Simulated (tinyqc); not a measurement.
What each parameter does: thresholds of impact ionisation and Auger recombination from band masses.

Parabolic bands, no phonon. At threshold the three slow carriers share one velocity. With M their total mass and m4 the mass of the fast carrier, the fast carrier has the kinetic energy E_T = G M/(M - m4) and the slow ones together E_a = G m4/(M - m4), the activation energy of the Auger rate. CCCH (fast electron): G = Eg, M = 2 me + mh, m4 = me. CHHS (hole into the split-off band): G = Eg - Dso, M = 2 mh + me, m4 = ms; this form holds for Eg > Dso (below, the process needs about Dso - Eg and is marked by a dash). CHHL (hole into the light band): G = Eg, M = 2 mh + me, m4 = ml. CHHH (fast heavy hole): G = Eg, M = 2 mh + me, m4 = mh.

Non-parabolic fast electron: E (1 + alpha E) = c k^2/me with alpha = (1 - me)^2/Eg; the slow carriers stay parabolic, so E_T = Eg + me E_T (1 + alpha E_T)/M, M = 2 me + mh (the root between Eg and 1.9 Eg).

Constants: kB = 8.617333262e-05 eV/K.

Values chosen for the exercise (near those of InSb, gap at low temperature and not tied to T; shifted at random, so the results belong to these values and not to a real crystal):
- Eg = 0.236 eV (gap at Gamma to the s-like level)
- Dso = 0.799 eV (spin-orbit splitting)
- me = 0.0136 m0 (electron mass at Gamma)
- mh = 0.45 m0 (heavy-hole mass)
- ms = 0.11 m0 (split-off mass)
- ml = 0.0152 m0 (light-hole mass)
- T = 250 K (temperature)

Activation energies.

Results for these values:
```
case  CCCH (meV)  CCCH non-parabolic (meV)  CHHL (meV)
base        6.92                     14.51        3.99
```

What happens to each result for Dso = 0.7191 eV, all else kept?

Answer: CCCH does not change at the printed digits; CCCH non-parabolic does not change at the printed digits; CHHL does not change at the printed digits.

The same for each parameter in turn:
```
case             CCCH (meV)  CCCH non-parabolic (meV)  CHHL (meV)
base                   6.92                     14.51        3.99
Eg = 0.2124 eV         6.23                     13.06        3.59
Dso = 0.7191 eV        6.92                     14.51        3.99
me = 0.015 m0          7.61                     16.04        3.99
mh = 0.495 m0          6.31                     13.15        3.63
ms = 0.099 m0          6.92                     14.51        3.99
ml = 0.0167 m0         6.92                     14.51        4.39
```

Program tinyqc; command `OMP_NUM_THREADS=1 python tinyqc.py 1880878 1880879 out.jsonl`; about 0.01 s on one thread of a shared Intel(R) Xeon(R) Processor @ 2.30GHz.
